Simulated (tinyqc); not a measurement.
Polarisation and half-bias from two TMR values.

Inverse problem. A tunnel junction has TMR = TMR0/(1 + (V/Vh)^2), TMR0 = 2 P1 P2/(1 - P1 P2). Find TMR0, Vh and P2.

Parameters, values chosen for the exercise: spin polarisation of the reference layer P1 = 0.59.

TMR at 0.1 and 0.4 V (%): [144.18500, 106.21494]

Solution. 1/TMR is linear in V^2, and P1 P2 = TMR0/(2 + TMR0).

TMR0 = 147.7 %
Vh = 0.6400 V
P2 = 0.7200

Computed by the program tinyqc: `OMP_NUM_THREADS=1 python tinyqc.py 2450055 2450056 out.jsonl`, one thread of a shared Intel Xeon 2.30GHz, about 0.01 s for the whole run.
